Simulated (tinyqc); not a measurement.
A ladder of methods, and size consistency: correlation methods against full CI in the sto-3g basis, for BeH2, spin multiplicity 1. Computed by the program tinyqc with PySCF. All electrons correlated; +Q is the Davidson correction (1 - c0^2) E_corr. The last columns treat two copies 100 angstrom apart as one system. FCI is the lowest singlet.

Geometry (angstrom):
```
atom       x        y       z
Be    0.0000   0.0000  0.0000
H     0.0000   1.3680  0.0110
H     0.0000  -1.3680  0.0110
```

RHF energy of one = -15.556718 hartree

Correlation energies (hartree):
```
method   E_corr of one  share of FCI (%)  E_corr of two at 100 angstrom  two minus twice one (mhartree)
MP2          -0.024173           65.8072                      -0.048345                          0.0000
CISD         -0.035891           97.7099                      -0.069890                          1.8930
CISD+Q       -0.036892          100.4339                      -0.073474                          0.3099
CCSD         -0.036303           98.8315                      -0.072607                          0.0000
CCSD(T)      -0.036531           99.4503                      -0.073061                          0.0000
FCI          -0.036733          100.0000                              -                               -
```

What does the comparison show, and why?

MP2 recovers 66 %, CISD 97.7 % and CCSD 98.8 % of the FCI value (c0^2 = 0.972 in CISD). MP2 and coupled cluster are size consistent, so their last column vanishes; CISD loses 1.89 mhartree, since a double excitation on each copy is a quadruple of the pair, and the Davidson correction leaves +0.31.
